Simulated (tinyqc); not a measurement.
Plane-wave Kohn-Sham cycle with exchange-only LDA in a layered model solid, step by step. One step of it, computed by the program tinyqc.

Task: Iteration 2: potential. V_H(G) = 4 pi rho(G)/G^2 for G != 0 (uniform background); v_x = -(3 rho/pi)^(1/3); V = V_ext + V_H + v_x; Fourier components f(G_m) = (1/N) sum_j f(x_j) exp(-i G_m x_j).

A solid whose potential varies along x alone (atomic units):
```
parameter,value
period a,15.800000
cross-section of the cell,34.000000
electrons per cell,2
grid points,16
"plane waves -n..n, n",2
k points,2
V1 in V1 cos(2 pi x/a),-0.650000
V2 in V2 cos(4 pi x/a),0.060000
```

density after iteration 1 (e/bohr^3): 0.00485242  0.00459813  0.00404829  0.00359057  0.00339066  0.00335237  0.00335096  0.00335096  0.00335183  0.00335096  0.00335096  0.00335237  0.00339066  0.00359057  0.00404829  0.00459813

Give: Potentials on the grid; V(G_m), m = 0, 1, 2, ....

Result:

Potentials on the grid (hartree):
```
x,V_ext,V_H,v_x,V
0.0000,-0.5900,0.0577,-0.1667,-0.6990
0.9875,-0.5581,0.0511,-0.1638,-0.6708
1.9750,-0.4596,0.0340,-0.1569,-0.5826
2.9625,-0.2912,0.0129,-0.1508,-0.4291
3.9500,-0.0600,-0.0070,-0.1479,-0.2149
4.9375,0.2063,-0.0229,-0.1474,0.0361
5.9250,0.4596,-0.0342,-0.1474,0.2780
6.9125,0.6429,-0.0411,-0.1474,0.4545
7.9000,0.7100,-0.0434,-0.1474,0.5193
8.8875,0.6429,-0.0411,-0.1474,0.4545
9.8750,0.4596,-0.0342,-0.1474,0.2780
10.8625,0.2063,-0.0229,-0.1474,0.0361
11.8500,-0.0600,-0.0070,-0.1479,-0.2149
12.8375,-0.2912,0.0129,-0.1508,-0.4291
13.8250,-0.4596,0.0340,-0.1569,-0.5826
14.8125,-0.5581,0.0511,-0.1638,-0.6708
```

V(G_m), m = 0, 1, 2, ... (hartree): -0.1523  -0.3044  0.0313  -0.0002  0.0000
